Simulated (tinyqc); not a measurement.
What each parameter of the potential does: deformation potentials from a strained empirical pseudopotential.

Diamond lattice, no spin-orbit coupling. Atomic form factor V(q) = a1 (q^2 - a2)/(a3 exp(a4 q^2) - 1) in rydberg with q in 1/bohr, for the unstrained cell. Under a strain e the reciprocal vectors and k go over into (1 + e)^(-1) G, the atoms sit at +/- tau with tau = (1 + e) a (1,1,1)/8 - zeta a (eyz, ezx, exy)/4, and H(G,G') = c |k + G|^2 delta + (V(q)/det(1 + e)) cos(q.tau), q = G - G', with the term q = 0 left out; c = hbar^2/2m0. The basis is fixed before straining: all G with |k + G|^2 up to 16 (2 pi/a)^2. k is given in units of 2 pi/a of the unstrained cell.

Constants: hbar^2/2m0 = 3.80998211 eV angstrom^2; Ry = 13.60569312 eV; a0 (Bohr radius) = 0.5291772105 angstrom.

Values chosen for the exercise (near those of Si; the results hold for these values, not for the real material): a = 5.43 angstrom (lattice constant); a1 = 0.54; a2 = 2.195; a3 = 2.067; a4 = 0.491; kD = 0.82 2 pi/a (position of the Delta minimum).

Gaps from the valence top to level 8 at Gamma and level 5 at (kD,0,0) and L, and their deformation potentials [E(+h) - E(-h)]/(3 ln((1 + h)/(1 - h))) for e = +/- h 1, h = 0.002. The row for the lattice constant keeps V(q) without the volume factor, so it is not a strain.

One parameter was then changed.

Results before and after:
```
case     Gamma (eV)  Delta (eV)  L (eV)  potential Gamma (eV)  potential Delta (eV)  potential L (eV)
base          4.025       1.072   1.959                 -8.71                  2.68             -1.88
changed       3.893       1.363   2.059                 -9.00                  2.37             -2.07
```

Which of these changes was made? (a) a = 5.484 angstrom; (b) a3 = 2.088; (c) a1 = 0.545; (d) a4 = 0.496; (e) a2 = 2.173.

Answer: (a) a = 5.484 angstrom. Of the candidates, run in turn, only this one gives the changed row.

All candidates:
```
case                Gamma (eV)  Delta (eV)  L (eV)  potential Gamma (eV)  potential Delta (eV)  potential L (eV)
base                     4.025       1.072   1.959                 -8.71                  2.68             -1.88
a = 5.484 angstrom       3.893       1.363   2.059                 -9.00                  2.37             -2.07
a1 = 0.545               4.066       1.139   2.008                 -8.79                  2.68             -1.89
a2 = 2.173               4.139       0.998   1.963                 -8.64                  2.74             -1.85
a3 = 2.088               3.978       0.979   1.895                 -8.62                  2.68             -1.88
a4 = 0.496               3.932       0.987   1.884                 -8.55                  2.76             -1.81
```

tinyqc: `OMP_NUM_THREADS=1 python tinyqc.py 1880896 1880897 out.jsonl`; about 0.2 s, one thread, shared Intel(R) Xeon(R) Processor @ 2.30GHz.
